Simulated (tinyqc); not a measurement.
Rigid-ion and shell models of the dielectric response of an ionic crystal. Inputs raised by 2 %, one at a time. Computed by tinyqc, a small Python program. Command: `OMP_NUM_THREADS=1 python tinyqc.py 3018387 3018388 out.jsonl shell sens`. One thread of a shared host (Intel(R) Xeon(R) Processor @ 2.30GHz), about 0.01 s of CPU time with the checks.

Charges +Z and -Z; 8 nearest neighbours, Madelung constant M = 1.762675, volume per ion pair Omega = 1.539601 d^3. Energy per pair U = -M Z^2 e2/d + 8 A exp(-d/rho), e2 = e^2/(4 pi eps_0). In the shell model the anion is a core of charge Y - Z and a massless shell of charge -Y, joined by the spring k; the repulsion acts on the shell. Each ion feels the Lorentz field E + (4 pi/3) P (Gaussian units).

Inputs (values chosen for the exercise, for a model crystal): nearest-neighbour distance d = 3.17 angstrom; ionic charge Z = 1.17 e; hardness d/rho = 12.3; cation mass = 23 u; anion mass = 16 u; shell charge size Y = 1.94 e; core-shell spring k = 17.9 eV/angstrom^2; cation polarisability alpha_+ = 0.75 angstrom^3.

Structure: caesium chloride.

Constants: e^2/(4 pi eps_0) = 14.39964548 eV angstrom; 1 eV/angstrom^3 = 160.2176634 GPa; nu for 1 eV/(angstrom^2 u) = 15.6333042 THz; 1 THz = 33.35640952 1/cm.

Method:
- Zero pressure fixes 8 A exp(-d/rho) = M Z^2 e2 rho/d^2. Then U = -(M Z^2 e2/d)(1 - rho/d), B = M Z^2 e2 (d/rho - 2)/(9 Omega d), and the spring of one sublattice against the other is R = (1/3) x (Laplacian of the repulsion summed over neighbours) = M Z^2 e2 (d/rho - 2)/(3 d^3), so R = 3 B Omega/d^2.
- Eliminating the shell gives the anion polarisability alpha_- = Y^2 e2/(k + R), the Szigeti charge Z_S = Z - Y R/(k + R) and the softened spring R' = k R/(k + R). With b = 4 pi (alpha_+ + alpha_-)/(3 Omega): eps_inf = (1 + 2b)/(1 - b) (Clausius-Mossotti); Born charge Z* = Z_S (eps_inf + 2)/3.
- mu lambda_TO = R' - (4 pi e2/(3 Omega)) Z_S^2/(1 - b); mu lambda_LO = mu lambda_TO + 4 pi e2 Z*^2/(eps_inf Omega); eps_s = eps_inf lambda_LO/lambda_TO.
- lambda in eV/(angstrom^2 u) gives the wavenumber 15.6333042 x 33.35640952 x sqrt(lambda); mu is the reduced mass.

Runs:
```
input moved                                 from      to   eps_s  eps_inf  omega_TO (1/cm)  Born charge Z* (e)
base run                                       -       -  4.7319   2.1546           234.69              1.1555
nearest-neighbour distance d (angstrom)     3.17  3.2334  4.6418   2.0756           228.31              1.1555
ionic charge Z (e)                          1.17  1.1934  4.6952   2.1460           238.96              1.1700
hardness d/rho                              12.3  12.546  4.5771   2.1495           239.62              1.1449
cation mass (u)                               23   23.46  4.7319   2.1546           233.75              1.1555
shell charge size Y (e)                     1.94  1.9788  4.7960   2.2049           234.99              1.1600
core-shell spring k (eV/angstrom^2)         17.9  18.258  4.7198   2.1346           234.74              1.1574
cation polarisability alpha_+ (angstrom^3)  0.75   0.765  4.7513   2.1620           234.56              1.1575
```

Exponents ln(y'/y) / ln(x'/x):
```
input                           eps_s  eps_inf  omega_TO  Born charge Z*
nearest-neighbour distance d   -0.971   -1.886    -1.391           0.000
ionic charge Z                 -0.392   -0.200     0.910           0.633
hardness d/rho                 -1.679   -0.119     1.048          -0.463
cation mass                     0.000    0.000    -0.204           0.000
shell charge size Y             0.680    1.166     0.064           0.200
core-shell spring k            -0.129   -0.469     0.010           0.087
cation polarisability alpha_+   0.207    0.173    -0.028           0.090
```

Among the inputs moved here: eps_s answers most in size to hardness d/rho (exponent -1.679), next to nearest-neighbour distance d (-0.971); its exponent is below 0.0005 for cation mass. Its exponent 0.000 in cation mass: static response does not involve the masses. eps_inf answers most in size to nearest-neighbour distance d (exponent -1.886), next to shell charge size Y (+1.166); its exponent is below 0.0005 for cation mass. omega_TO answers most in size to nearest-neighbour distance d (exponent -1.391), next to hardness d/rho (+1.048). Born charge Z* answers most in size to ionic charge Z (exponent +0.633), next to hardness d/rho (-0.463); its exponent is below 0.0005 for nearest-neighbour distance d, cation mass.
